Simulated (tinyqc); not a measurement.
Worked calculation: CIS and TDHF on RHF in the sto-3g basis, for BeH2, spin multiplicity 1. One step of it, computed by the program tinyqc.

Task: CIS matrix, triplets. A(ia,jb) = (e_a - e_i) d_ij d_ab - (ij|ab).

orbital energies (hartree): MO1 -4.517064, MO2 -0.475725, MO3 -0.441477, MO4 0.204582, MO5 0.208561, MO6 0.521353, MO7 1.072680

Two-electron integrals over orbitals (pq|rs), unique and non-zero (hartree):
```
(11|11) 2.271385    (21|11) -0.207434   (21|21) 0.029049    (22|11) 0.505441
(22|21) -0.007406   (22|22) 0.411523    (31|31) 0.006685    (32|31) 0.016063
(32|32) 0.165819    (33|11) 0.477110    (33|21) -0.003044   (33|22) 0.424384
(33|33) 0.447016    (41|11) 0.032681    (41|21) -0.004036   (41|22) 0.003585
(41|33) 0.002072    (41|41) 0.016102    (42|11) -0.010449   (42|21) 0.001591
(42|22) 0.010587    (42|33) 0.009045    (42|41) 0.015044    (42|42) 0.050387
(43|31) -0.000049   (43|32) 0.008335    (43|43) 0.016397    (44|11) 0.567751
(44|21) -0.008762   (44|22) 0.375183    (44|33) 0.365267    (44|41) -0.004375
(44|42) -0.018751   (44|44) 0.453028    (51|51) 0.015767    (52|51) 0.015534
(52|52) 0.050717    (53|53) 0.015703    (54|51) -0.002799   (54|52) -0.007271
(54|54) 0.025255    (55|11) 0.569165    (55|21) -0.008544   (55|22) 0.377178
(55|33) 0.366061    (55|41) 0.001062    (55|42) -0.004738   (55|44) 0.401016
(55|55) 0.449859    (61|11) -0.165976   (61|21) 0.024028    (61|22) -0.006716
(61|33) -0.004477   (61|41) -0.001178   (61|42) 0.003003    (61|44) -0.004868
(61|55) -0.003902   (61|61) 0.020540    (62|11) 0.095258    (62|21) -0.006776
(62|22) -0.029014   (62|33) -0.051697   (62|41) 0.002784    (62|42) -0.001324
(62|44) 0.041038    (62|55) 0.043992    (62|61) -0.002395   (62|62) 0.075593
(63|31) -0.004201   (63|32) -0.096493   (63|43) -0.006803   (63|63) 0.082567
(64|11) 0.012750    (64|21) 0.000357    (64|22) 0.004504    (64|33) -0.000852
(64|41) 0.015031    (64|42) 0.043420    (64|44) -0.005990   (64|55) 0.003600
(64|61) 0.002675    (64|62) 0.014777    (64|64) 0.046713    (65|51) 0.016013
(65|52) 0.047170    (65|54) -0.005255   (65|65) 0.050329    (66|11) 0.482254
(66|21) -0.006012   (66|22) 0.409281    (66|33) 0.418800    (66|41) 0.006802
(66|42) 0.021499    (66|44) 0.368964    (66|55) 0.373957    (66|61) -0.004423
(66|62) -0.036577   (66|64) 0.013524    (66|66) 0.426465    (71|31) 0.012022
(71|32) 0.021290    (71|43) -0.000707   (71|63) -0.003477   (71|71) 0.022304
(72|31) 0.002644    (72|32) -0.047531   (72|43) -0.009380   (72|63) 0.060436
(72|71) 0.006432    (72|72) 0.056423    (73|11) 0.130758    (73|21) -0.005771
(73|22) -0.011430   (73|33) -0.025498   (73|41) -0.001010   (73|42) -0.014044
(73|44) 0.053018    (73|55) 0.052279    (73|61) -0.003020   (73|62) 0.069056
(73|64) 0.003730    (73|66) -0.032549   (73|73) 0.080505    (74|31) -0.002836
(74|32) -0.023906   (74|43) 0.012915    (74|63) 0.013598    (74|71) -0.004417
(74|72) 0.003079    (74|74) 0.020223    (75|53) 0.013838    (75|75) 0.016143
(76|31) 0.011868    (76|32) 0.141287    (76|43) 0.009745    (76|63) -0.096488
(76|71) 0.015432    (76|72) -0.059979   (76|74) -0.020276   (76|76) 0.138644
(77|11) 0.588339    (77|21) -0.009730   (77|22) 0.440291    (77|33) 0.459960
(77|41) 0.000498    (77|42) 0.001434    (77|44) 0.397973    (77|55) 0.396283
(77|61) -0.009171   (77|62) -0.046548   (77|64) -0.006828   (77|66) 0.445547
(77|73) -0.019871   (77|77) 0.502968
```

Give: CIS matrix A, triplet.

Result:

CIS matrix A, triplet (hartree):
```
        1>4    1>5     1>6     1>7     2>4    2>5     2>6     2>7
1>4   4.154  0.000  -0.013   0.000   0.009  0.000   0.000   0.000
1>5   0.000  4.156   0.000   0.000   0.000  0.009   0.000   0.000
1>6  -0.013  0.000   4.556   0.000   0.000  0.000   0.006   0.000
1>7   0.000  0.000   0.000   5.001   0.000  0.000   0.000   0.010
2>4   0.009  0.000   0.000   0.000   0.305  0.000  -0.005   0.000
2>5   0.000  0.009   0.000   0.000   0.000  0.307   0.000   0.000
2>6   0.000  0.000   0.006   0.000  -0.005  0.000   0.588   0.000
2>7   0.000  0.000   0.000   0.010   0.000  0.000   0.000   1.108
3>4   0.000  0.000   0.000   0.003   0.000  0.000   0.000   0.024
3>5   0.000  0.000   0.000   0.000   0.000  0.000   0.000   0.000
3>6   0.000  0.000   0.000  -0.012   0.000  0.000   0.000  -0.141
3>7   0.003  0.000  -0.012   0.000   0.024  0.000  -0.141   0.000

       3>4    3>5     3>6     3>7
1>4  0.000  0.000   0.000   0.003
1>5  0.000  0.000   0.000   0.000
1>6  0.000  0.000   0.000  -0.012
1>7  0.003  0.000  -0.012   0.000
2>4  0.000  0.000   0.000   0.024
2>5  0.000  0.000   0.000   0.000
2>6  0.000  0.000   0.000  -0.141
2>7  0.024  0.000  -0.141   0.000
3>4  0.281  0.000   0.001   0.000
3>5  0.000  0.284   0.000   0.000
3>6  0.001  0.000   0.544   0.000
3>7  0.000  0.000   0.000   1.054
```
